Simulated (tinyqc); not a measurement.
What moves the results: model-solid line-up of a strained alloy layer on a substrate. A value that a table varies takes the place of the one given here.

All values of the alloy are linear in x but the gap, Eg(x) = (1 - x) Eg_A + x Eg_B - C x (1 - x), and the valence edge, Ev(x) = (1 - x) Ev_A + x Ev_B + fv C x (1 - x); Ec = Ev + Eg. Ev is the top of the unstrained valence band on a scale common to all materials. In the layer only the Gamma valley of the conduction band is followed, also where an X or L valley would lie lower.

Coherent growth on a (001) face: e_par = (a_s - a)/a, e_perp = -2 (C12/C11) e_par; exx = eyy = e_par, ezz = e_perp, no shear.

Strained edges: Ec + ac tr(e); the valence edges are Ev plus the levels of the 6 x 6 matrix of X, Y, Z times spin with -Dso/3 + l exx + m (eyy + ezz) on the diagonal (cyclic), n exy off it, l = av + 2 b, m = av - b, n = sqrt(3) d. Spin-orbit term (Dso/3) L.sigma on X, Y, Z with (L_k)_ij = -i epsilon_kij: <X+|H|Y+> = -i Dso/3, <X+|H|Z-> = Dso/3, <Y+|H|Z-> = -i Dso/3, <Z+|H|X-> = -Dso/3, <Z+|H|Y-> = i Dso/3, <X-|H|Y-> = i Dso/3, and their conjugates; + and - are the spin along z.

dEc = Ec(substrate) - Ec(layer), dEv = Ev(layer) - Ev(substrate); positive values confine the carrier in the layer. Type I: both of one sign; type II: opposite signs; type III: the gaps do not overlap.

Coherent growth: e_par = (a_s - a)/a. (001): e_perp = -2 (C12/C11) e_par; exx = eyy = e_par, ezz = e_perp, no shear. (111): e_perp = -(2 C11 + 4 C12 - 4 C44)/(C11 + 2 C12 + 4 C44) e_par; exx = eyy = ezz = (2 e_par + e_perp)/3 and exy = eyz = ezx = (e_perp - e_par)/3. (110): e_perp = -(C11 + 3 C12 - 2 C44)/(C11 + C12 + 2 C44) e_par; exx = eyy = (e_par + e_perp)/2, ezz = e_par, exy = (e_perp - e_par)/2, eyz = ezx = 0.

Parameters, chosen for this exercise (A near GaSb, B near GaAs, substrate near InP; the results hold for these values, not for the real material):
- a = (6.093, 5.66) angstrom (lattice constant of A, B)
- Eg = (0.803, 1.541) eV (gap at Gamma to the s-like level of A, B)
- Dso = (0.76, 0.339) eV (spin-orbit splitting of A, B)
- Ev = (-0.03, -0.79) eV (top of the unstrained valence band of A, B)
- ac = (-7.48, -7.16) eV (conduction deformation potential of A, B)
- av = (0.79, 1.16) eV (valence hydrostatic potential of A, B)
- b = (-2.02, -1.97) eV (tetragonal shear potential of A, B)
- d = (-4.69, -4.83) eV (trigonal shear potential of A, B)
- C11 = (88.9, 121.3) GPa (of A, B)
- C12 = (40.1, 55.9) GPa (of A, B)
- C44 = (43, 60.7) GPa (of A, B)
- C = 1.324 eV (bowing of the gap)
- fv = 0.75 (share of the bowing taken by the valence edge)
- a_s = 5.871 angstrom (substrate)
- Eg_s = 1.418 eV (lowest gap of the substrate)
- Ev_s = -0.95 eV (substrate valence edge)
- face = 001 (growth face)
- x = 0.89 (fraction of B)

## Composition against offsets

Each composition is strained to the same substrate.

Results:
```
x     e_par (%)  relaxed gap (eV)  strained gap (eV)  valence splitting (meV)  dEc (eV)  dEv (eV)  type
0.10      -2.95             0.758              0.912                      187    -0.514     1.020    II
0.21      -2.18             0.738              0.852                      144    -0.422     0.988    II
0.33      -1.33             0.754              0.823                       93    -0.331     0.926    II
0.44      -0.53             0.801              0.829                       39    -0.256     0.845    II
0.56       0.35             0.890              0.845                       27    -0.183     0.757    II
0.67       1.17             1.005              0.847                       97    -0.125     0.696    II
0.79       2.09             1.166              0.876                      182    -0.070     0.612    II
0.90       2.94             1.348              0.926                      269    -0.027     0.519    II
```

How do the results move?

The alloy matches the substrate at x = 0.513, where the top valence edge changes its character and the splitting passes through zero. The strained gap runs from 0.912 to 0.926 eV, against 0.758 to 1.348 eV for the relaxed alloy: strain cancels the change that the composition makes. It is not monotonic; its extremes in the table are 0.823 and 0.926 eV. Strains above 2 % can be kept only in layers of a few nanometres. The line-up is type II throughout. Offsets below about 50 meV are within the spread of parameter sets, so those rows do not settle the type.

## The same layer on three faces

Composition and substrate are kept.

Results:
```
face   e_perp (%)  tr(e) (%)  shift of Ec (meV)  shift of Ev (meV)  valence splitting (meV)  gap (eV)
(001)      -2.633      3.091             -222.4              187.0                    261.0    0.9208
(111)      -1.348      4.377             -314.9              215.6                    283.7    0.7996
(110)      -1.609      4.115             -296.1              210.1                    277.6    0.8240
```

What does this show, and why?

The layer yields most along the normal on (001) and least on (111), so the volume change, and with it the shift of Ec, is largest on (111). The valence splitting, set by b on (001), by d on (111) and by both on (110), is largest on (111). The gaps span 121 meV, from (111) to (001).

## What each parameter does

Strained gap, valence splitting and offsets. Each row changes one parameter from the base and keeps the others.

Results:
```
case                        gap (eV)  splitting (meV)  dEc (eV)  dEv (eV)
base                          0.9208            261.0   -0.0306    0.5278
x = 0.87                      0.9102            244.8   -0.0379    0.5457
a_s = 5.891 angstrom          0.8668            296.7   -0.0034    0.5545
C = 1.424 eV                  0.9110            261.0   -0.0282    0.5352
fv = 0.95                     0.9208            261.0   -0.0565    0.5537
Ev_s = -0.9 eV                0.9208            261.0    0.0194    0.4778
ac = (-8.602, -8.234) eV      0.8874            261.0    0.0028    0.5278
av = (0.908, 1.334) eV        0.9156            261.0   -0.0306    0.5330
C12 = (46.115, 64.285) GPa    0.9405            281.9   -0.0590    0.5365
```

How do the results move?

The largest shifts from the base row, up to three for each result and ties (the steps differ in size, so this ranks the rows, not the parameters). gap (eV): a_s -0.0539, ac -0.0334, C12 +0.0197; unchanged at the printed digits by fv and Ev_s. splitting (meV): a_s +35.8, C12 +20.9, x -16.2; unchanged at the printed digits by C, fv, Ev_s, ac and av. dEc (eV): Ev_s +0.0500, ac +0.0334, C12 -0.0284; unchanged at the printed digits by av. dEv (eV): Ev_s -0.0500, a_s +0.0267, fv +0.0259; unchanged at the printed digits by ac.

Computed by tinyqc, a small Python program: `OMP_NUM_THREADS=1 python tinyqc.py 1051144 1051145 out.jsonl` (the numbers bound the seed that draws the inputs); one thread of a shared host (Intel(R) Xeon(R) Processor @ 2.30GHz), about 0.01 s for the whole set of steps.
